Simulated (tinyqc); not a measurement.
Domain walls in a thin film with perpendicular anisotropy: Bloch, Neel and chiral walls, motion and stripe domains: one step, computed by the program tinyqc.

One-dimensional wall: polar angle theta(x), azimuth phi of the moment in the wall (phi = 0 Neel, 90 degrees Bloch). mu_0 = 1.25663706212e-6 T m/A, gamma = 1.76085963023e11 rad/(s T).

Problem. Velocity under current. Spin-orbit drive: B_SL = hbar theta_SH J/(2 e M_s t) acts as the field (pi/2) B_SL cos(phi). Steady state: v = (gamma Delta/alpha)(pi/2) B_SL cos(phi) = gamma Delta [B_D sin(phi) - (B_K/2) sin(2 phi)], B_K = 2 K_D/M_s, B_D = pi D/(2 M_s Delta); the root with phi between its rest value and 90 degrees; v saturates at v_D = gamma Delta B_D.

Inputs (values chosen for the exercise, for a model film): saturation magnetisation M_s = 658 kA/m; DMI constant D = 0.28 mJ/m^2; thickness t = 2.7 nm; damping alpha = 0.32; current density J = 1.5 1e12 A/m^2; spin Hall angle theta_SH = 0.086.

Drive: spin-orbit torque.

K_D = 23.10762 kJ/m^3

width parameter Delta = 7.013192 nm

azimuth phi = 0 degrees

Constants: hbar = 1.054571817e-34 J s; e = 1.602176634e-19 C.

Give: B_SL; azimuth in motion; velocity; saturation velocity v_D.

Solution.

B_SL = 23.90 mT

azimuth in motion = 62.01 degrees

velocity = 67.99 m/s

saturation velocity v_D = 117.7 m/s

v is 58 % of v_D: still rising with current. Caution: pinning, heating and tilting of the wall are left out.
